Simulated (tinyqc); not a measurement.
## Schottky barrier on an n-type semiconductor with a surface-enhanced doping, non-linear Poisson equation by Newton steps: Capacitance-voltage profiling

One dimension, metal at x = 0, donor density C(x) = Nd + N0 exp(-x/Ls). Energies are counted from the electron Fermi level of the semiconductor and the conduction-band edge is Ec = -psi, so n = Nc exp(psi/Vt); holes follow the Fermi level of the metal, at -V, so p = Nv exp((V - psi - Eg)/Vt). Ends: psi(0) = V - phiB and psi = Vt ln(Nd/Nc) deep inside. Boltzmann statistics, full ionisation, no current, no image force in the Poisson equation.

The Poisson equation d/dx(eps0 eps_r dpsi/dx) = -q (p - n + C) is solved on a mesh of about 1000 nodes or more that ends in neutral material. C_s = q d/dV of the integral of n over x, from the linearised equation. Probed depth w = eps0 eps_r/C_s; apparent doping N_app = C_s^3/(q eps0 eps_r dC_s/dV), the derivative by central differences over +/- 0.02 V.

Parameters, values chosen for the exercise; band and dielectric values those of a made-up semiconductor: temperature T = 250 K; band gap Eg = 1.06 eV; relative permittivity eps_r = 10.2; conduction-band density of states at T Nc = 5.13e17 cm^-3; valence-band density of states at T Nv = 9.74e18 cm^-3; donor density deep in the semiconductor Nd = 2.9e15 cm^-3; barrier height phiB = 0.66 eV; extra donor density at the surface N0 = 1.9e16 cm^-3; decay length Ls = 210 nm.

Constants: q = 1.602176634e-19 C, kB = 1.380649e-23 J/K, Vt = kB T/q, eps0 = 8.8541878128e-14 F/cm where lengths are in cm. Results are converted to the units shown.

Result of one run:
```
V (V)  C_s (nF/cm^2)  w (nm)  N_app (cm^-3)  true C(w) (cm^-3)  |E_0| (kV/cm)
-1.5            15.3     592        4.09e15            4.03e15           96.8
```

What becomes of these results when the bias of the metal against the semiconductor V is changed from -1.5 to 0 V, all else the same?

Result of the changed run:
```
V (V)  C_s (nF/cm^2)  w (nm)  N_app (cm^-3)  true C(w) (cm^-3)  |E_0| (kV/cm)
0               39.9     226        9.42e15            9.36e15           57.6
```

The whole series:
```
V (V)  C_s (nF/cm^2)  w (nm)  N_app (cm^-3)  true C(w) (cm^-3)  |E_0| (kV/cm)
0               39.9     226        9.42e15            9.36e15           57.6
-0.3            29.8     303        7.46e15            7.39e15           69.0
-0.6            24.0     377        6.13e15            6.06e15           77.9
-0.9            20.1     450        5.20e15            5.13e15           85.2
-1.2            17.3     522        4.55e15            4.49e15           91.4
-1.5            15.3     592        4.09e15            4.03e15           96.8
-1.8            13.7     661        3.76e15            3.72e15            102
-2.1            12.4     728        3.53e15            3.49e15            106
-2.4            11.4     793        3.37e15            3.34e15            110
-2.7            10.6     855        3.25e15            3.22e15            113
-3              9.88     914        3.16e15            3.14e15            117
```

C_s falls from 39.9 to 9.88 nF/cm^2 while the probed depth goes from 226 to 914 nm. The apparent doping falls from 9.42e15 to 3.16e15 cm^-3. It departs most from the true doping at that depth for V = -1.2 V, where it is 1.4 % above it; so the doping is read well over the depths probed.

Program tinyqc, `OMP_NUM_THREADS=1 python tinyqc.py 2020113 2020114 out.jsonl`; Intel Xeon 2.30GHz, shared host, one thread, about 0.2 s.
